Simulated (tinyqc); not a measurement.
Comparisons within one model: fitting sp3s* parameters to three gaps by Newton steps. A value that a table varies takes the place of the one given here.

sp3s* tight binding, nearest neighbours only: anion (a) at 0, cation (c) at a/4 (1,1,1), orbitals s, px, py, pz, s* on each; k in units of 2 pi/a. With phases e_j = exp(i (pi/2) k.n_j) for n = (1,1,1), (1,-1,-1), (-1,1,-1), (-1,-1,1): g0 = (e1+e2+e3+e4)/4, g1 = (e1+e2-e3-e4)/4, g2 = (e1-e2+e3-e4)/4, g3 = (e1-e2-e3+e4)/4. The diagonal holds the levels Esa, Epa, Exa (s*) and Esc, Epc, Exc. Anion-cation block: <sa|sc> = Vss g0; <sa|xc> = Vsapc g1; <xa|sc> = -Vscpa g1; <xa|xc> = Vxx g0; <xa|yc> = <ya|xc> = Vxy g3, <xa|zc> = <za|xc> = Vxy g2, <ya|zc> = <za|yc> = Vxy g1; <s*a|xc> = Vxapc g1; <xa|s*c> = -Vpaxc g1; y and z take g2 and g3 in place of g1; s-s* and s*-s* vanish.

Gaps are level 5 at Gamma, X = (1,0,0) and L = (1/2,1/2,1/2) less level 4 at Gamma; no spin-orbit coupling. Free parameters: Esa, Vxapc and Vscpa. H is linear in them, so by Hellmann-Feynman J_ij = <u|dH/dp_j|u> for level 5 at point i less the same for level 4 at Gamma. Newton: p(new) = p + J^-1 (target - gaps); stop when all misses are below 1e-7 eV.

Constants: hbar^2/2m0 = 3.80998211 eV angstrom^2.

Values chosen for the exercise (out of a larger set: near a published set for InP, fitted to gaps, whose masses and valley positions are rough; not measured data): p = (-8.552, 0.871, -1.49, 4.04, 8.258, 7.032, -5.372, 1.869, 4.264, 2.216, 5.56, 3.455, 4.504) eV (start, order Esa, Epa, Esc, Epc, Exa, Exc, Vss, Vxx, Vxy, Vsapc, Vscpa, Vxapc, Vpaxc); tg = (1.3449, 2.6007, 1.9666) eV (target gaps at Gamma, X, L); a = 5.866 angstrom (lattice constant).

## Equal gaps, different models

The same three targets are met with other triples of free parameters (those for which Newton converges within 3 eV of the start). Not fitted: level 5 at K = (3/4,3/4,0) above Ev, the spacing of levels 6 and 5 at X, the depth of level 2 at X below Ev, the valence width at Gamma, and the mass c q^2/(E(q) - E(0)) of level 5 along [100], q = 0.002 (2 pi/a), c = hbar^2/2m0.

Unfitted results:

| free parameters | largest change (eV) | K (eV) | X spacing (eV) | level 2 at X (eV) | valence width (eV) | mass (m0) |
|---|---|---|---|---|---|---|
| start | 0.000 | 2.355 | 0.491 | 6.634 | 11.455 | 0.1230 |
| Vss, Vxapc, Vpaxc | 0.682 | 2.535 | 0.727 | 6.453 | 11.397 | 0.1165 |
| Esc, Vxapc, Vpaxc | 0.851 | 2.539 | 0.802 | 6.454 | 11.472 | 0.1173 |
| Vss, Vsapc, Vpaxc | 0.534 | 2.487 | 0.246 | 6.673 | 11.397 | 0.1100 |
| Esa, Vxapc, Vscpa | 0.259 | 2.518 | 0.481 | 6.866 | 11.656 | 0.1065 |
| Vss, Exa, Exc | 2.166 | 2.540 | 0.896 | 6.545 | 11.397 | 0.1165 |
| Esc, Vsapc, Exc | 0.534 | 2.496 | 0.297 | 6.672 | 11.472 | 0.1106 |

All fitted rows have the same three gaps, yet they spread by 52 meV at K, 650 meV in the X spacing, 413 meV in level 2 at X, 259 meV in the valence width and 9.5 % in the mass. The smallest change of parameters, 0.259 eV, is that of Esa, Vxapc, Vscpa. A fit fixes what it was given and leaves the rest to the choice of free parameters.

## How errors in the targets pass to the parameters

J:
```
           Esa     Vxapc    Vscpa
Gamma  0.22537   0.00000  0.00000
X      0.02920  -0.85216  0.00000
L      0.07198  -0.26473  0.31620
```

The gaps at Gamma, X and L of an sp3s* model are fitted with Esa, Vxapc and Vscpa; J holds the derivatives of the gaps by these parameters at the start. The change of each parameter for +10 meV on one target is 10 J^-1, in meV.

Shifts (meV):

| target raised | Esa | Vxapc | Vscpa |
|---|---|---|---|
| Gamma | 44.4 | 1.5 | -8.8 |
| X | 0.0 | -11.7 | -9.8 |
| L | 0.0 | 0.0 | 31.6 |

root sum of squares (meV): Esa 44.4, Vxapc 11.8, Vscpa 34.3

Independent errors of 10 meV leave Esa least certain (44 meV) and Vxapc best fixed (11.8 meV). The largest single entry, 44 meV, comes from the target at Gamma.

Program tinyqc; command `OMP_NUM_THREADS=1 python tinyqc.py 1482360 1482361 out.jsonl`; about 0.1 s on one thread of a shared Intel(R) Xeon(R) Processor @ 2.30GHz.
